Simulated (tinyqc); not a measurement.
# Index and thickness from Psi and Delta

Question. Air (index 1), film, substrate with N2 = n2 - i k2; time factor exp(+i w t). q_j = sqrt(N_j^2 - sin^2 th), root with positive real part. Fresnel coefficients r_s = (q_a - q_b)/(q_a + q_b), r_p = (N_b^2 q_a - N_a^2 q_b)/(N_b^2 q_a + N_a^2 q_b). tan(Psi) exp(i Delta) = R_p/R_s, Delta taken from 0 to 360 degrees. beta = 2 pi d q1/lam, X = exp(-2 i beta), R = (r01 + r12 X)/(1 + r01 r12 X) for p and s. The film is transparent, with 1.15 < n1 < 2.9 and d under half a period. Find n1, d and the period.

Parameters, values chosen for the exercise:
```
symbol  value     unit                                  meaning
lam     632.8       nm                               wavelength
th         60  degrees                       angle of incidence
n2      3.882                            index of the substrate
k2      0.019           extinction coefficient of the substrate
```

Psi = 25.698633 degrees
Delta = 141.28800 degrees

Answer. Two measured angles fix two unknowns; a search from many starts finds one solution in the range given. Thicker films with d plus a multiple of the period give the same angles.

n1 = 1.450
d = 40.00 nm
period = 272.1 nm

Computed by the program tinyqc: `OMP_NUM_THREADS=1 python tinyqc.py 2870216 2870217 out.jsonl`, one thread of a shared Intel Xeon 2.30GHz, about 0.4 s for the whole run.
